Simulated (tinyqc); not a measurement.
Thermoelectric coefficients with energy filtering, Landauer integrals: one step of the calculation.

Bulk parabolic band, x = (E - Ec)/kB T, C = hbar^2/(2 m0), kB T in eV. Modes per area gv m kB T x/(4 pi C) times the back-scattering length l0 x^rr give the transport function s0 X(x), s0 = (2 q^2/h) gv m kB T l0/(4 pi C), X = x^(1 + rr), multiplied by tb for x < xb. I_k = int X (x - eta)^k w dx, w = 1/(4 cosh^2((x - eta)/2)).

Question. Power factor and figure of merit. Power factor S^2 sigma, ZT = S^2 sigma T/(kappa_e + kL).

Inputs (values chosen for the exercise):
- T = 400 K (temperature)
- kL = 4.6 W/(m K) (lattice thermal conductivity)

sigma = 532.71649 S/cm
S = -243.80140 uV/K
kappa_e = 0.38104663 W/(m K)

Give: power factor; ZT; electronic share of kappa.

Answer.

power factor = 3.1664 mW/(m K^2)
ZT = 0.25428
electronic share of kappa = 7.6499 %

Range of the model: Parabolic bands, elastic scattering and a fixed kL make these model figures, not those of a material.

tinyqc, about 0.03 s, one thread, Intel Xeon 2.30GHz (shared host): `OMP_NUM_THREADS=1 python tinyqc.py 2800118 2800119 out.jsonl`
